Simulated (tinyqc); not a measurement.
Mirror strength against the number of periods: longitudinal sound in a periodic multilayer: transfer matrices, stop bands and folded phonons. Computed by tinyqc, a small Python program. Command: `OMP_NUM_THREADS=1 python tinyqc.py 3021201 3021202 out.jsonl multilayer walk`. One thread of a shared host (Intel(R) Xeon(R) Processor @ 2.30GHz), about 0.01 s of CPU time with the checks.

Layers 1 and 2 repeat with period d = d_1 + d_2; waves travel normal to the layers, without loss. State vector (u, s): displacement u and stress divided by omega. Impedances Z = rho v are in 1e6 kg/(m^2 s).

Inputs (values chosen for the exercise, modelled on silica (layer 1), tungsten (layer 2) and gallium arsenide (substrate)):
```
quantity            value    unit
density rho_1        2.21  g/cm^3
velocity v_1         5900     m/s
thickness d_1          22      nm
density rho_2          19  g/cm^3
velocity v_2         5240     m/s
thickness d_2        19.2      nm
substrate density    5.42  g/cm^3
substrate velocity   4800     m/s
frequency f          83.1     GHz
```

Method:
- Z = rho v; interface reflection r = (Z_2 - Z_1)/(Z_2 + Z_1) (stress amplitude, from 1 into 2); Bragg frequency f_B = 1/[2 (d_1/v_1 + d_2/v_2)]; long-wave velocity v_eff = d/sqrt[(d_1/v_1)^2 + (d_2/v_2)^2 + (Z_1/Z_2 + Z_2/Z_1)(d_1/v_1)(d_2/v_2)].
- A layer maps (u, s) by [[cos p, sin p/Z], [-Z sin p, cos p]], p = 2 pi f d_i/v_i; one period is M = M_2 M_1, and cos(q d) = trace(M)/2.
- For N periods A = M^N. A wave comes from a thick layer of material 1 and leaves into the substrate (Z_s): transmitted power T = 4 Z_1 Z_s/|Z_1 A_22 + Z_s A_11 - i (Z_1 Z_s A_12 - A_21)|^2, reflected power R = 1 - T.

Bragg frequency f_B = 67.6321 GHz

Z_2 = 99.56

Z_1 = 13.039

Z of the substrate = 26.016

trace(M)/2 = -3.27885

Transmitted power:
```
N     T at f_B  T at f_B (dB)      T at f
1      0.12800        -8.9278     0.14165
2    0.0023463        -26.296   0.0036700
3   4.0302e-05        -43.947  8.9689e-05
4   6.9149e-07        -61.602  2.1887e-06
6   2.0355e-10        -96.913  1.3034e-09
8   5.9919e-14        -132.22  7.7615e-13
12  5.1921e-21        -202.85  2.7523e-19
16  4.4991e-28        -273.47  9.7600e-26
24  3.3782e-42        -414.71  1.2273e-38
```

What follows from these numbers?

At f_B each further period removes 17.66 dB at large N, which is 20 log10 of the impedance ratio, 17.66 dB, as for a quarter-wave stack; 99 % reflection needs N = 2 among these rows. At f, in a stop band, T decays as well. Values below about 1e-6 belong to the ideal stack: roughness and scattering into other modes, left out here, set a floor in a real one.
